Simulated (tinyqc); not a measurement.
Random telegraph noise from one oxide trap in a small MOSFET: one step of the calculation.

An acceptor-like trap exchanges electrons with the channel. Inversion charge Q = Cox u, u = n Vt W0(exp((Vg - VT)/(n Vt))), W0 the Lambert function, n = nf, Cox = eps0 eox/tox; linear regime Id = (W/L) mu Q Vd. Relative to threshold the surface potential rises by Vt ln(u/u0) and the oxide voltage by the rest of Vg - VT, with u0 = n Vt W0(1).

Task. Trap level, time constants and occupancy. N = Cox u/q; dpsi = Vt ln(u/u0); E = E0 - dpsi - (xt/tox)(Vg - VT - dpsi); capture time tc = 1/[(N/zi) vth s0 exp(-xt/lt - EB/Vt)]; emission time te = tc exp(-E/Vt); occupancy te/(tc + te).

Parameters, values chosen for the exercise; values of the order met in silicon transistors:
```
symbol,value,unit,meaning
T,300,K,temperature
eox,3.9,,relative permittivity of the gate insulator (close to silicon dioxide)
tox,2,nm,insulator thickness
xt,0.68,nm,depth of the trap from the channel interface
E0,0.34,eV,trap level above the channel Fermi level at threshold
s0,6e-17,cm^2,capture prefactor
EB,0.48,eV,capture barrier (lattice relaxation)
lt,0.15,nm,tunnelling decay length
vth,1.2e7,cm/s,thermal velocity
zi,1.8,nm,thickness of the inversion layer
VT,0.3,V,threshold voltage
nf,1.38,,body factor
Vg,1.15,V,gate voltage
```

Constants: q = 1.602176634e-19 C, kB = 1.380649e-23 J/K, Vt = kB T/q, eps0 = 8.8541878128e-14 F/cm where lengths are in cm. Results are converted to the units shown.

Give: u; N; dpsi; E; tc; te; occupancy.

Result.

u = 0.7417 V
N = 7.993e12 cm^-2
dpsi = 0.09311 V
E = -0.01045 eV
tc = 0.3370 s
te = 0.5050 s
occupancy = 0.5997

The trap lies 0.40 Vt below the Fermi level, so it is filled most of the time.

Range of the model: VT is taken as given; short-channel effects and the uneven flow of current among few electrons are left out.

Numbers from tinyqc (`OMP_NUM_THREADS=1 python tinyqc.py 2710075 2710076 out.jsonl`; about 0.01 s on one thread of a shared Intel Xeon 2.30GHz).
